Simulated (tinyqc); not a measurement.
Worked calculation: UHF in the 6-31g basis, for H3, spin multiplicity 2. One step of it, computed by the program tinyqc.

Task: Iteration 3: DIIS coefficients. Solve [B -1; -1 0][c; lambda] = [0; -1] for the coefficients, which sum to one.

B (overlaps of the stored error matrices):
```
[[1.1047596e-02, 7.7971101e-03],
 [7.7971101e-03, 6.3026702e-03]]
```

Give: DIIS coefficients.

Result:

DIIS coefficients: [-0.851, 1.851]
